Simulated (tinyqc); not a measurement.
Bulk transistor, scale length and short-channel effects: one step of the calculation.

A gate, an insulator of thickness ti and a depleted layer of depth ts on a conducting body. Below threshold the potential that source and drain add obeys Laplace's equation and vanishes on the gate and at the bottom of the depleted layer. Its lowest mode decays along the channel as exp(-k y); k is the smallest positive root of the matching condition at the interface, and the scale length is Lambda = pi/k.

Problem. Decay constant by Newton steps. f(k) = eps_r sin(k ti) cos(k ts) + ei cos(k ti) sin(k ts); f' by a central difference with +/- 1e-5 1/nm; k(new) = k - f/f'.

Parameters, values chosen for the exercise; permittivities: semiconductor made up, insulator close to that of hafnium oxide: relative permittivity of the semiconductor eps_r = 16.4; relative permittivity of the insulator ei = 21.8; insulator thickness ti = 3.5 nm; depletion depth ts = 15 nm.

k at the start = 0.1625 1/nm

Find: f; f'; k after iteration 1.

Solution.

f = 5.1582
f' = -359.23 nm
k after iteration 1 = 0.17686 1/nm

Computed by the program tinyqc: `OMP_NUM_THREADS=1 python tinyqc.py 2420059 2420060 out.jsonl`, one thread of a shared Intel Xeon 2.30GHz, about 0.01 s for the whole run.
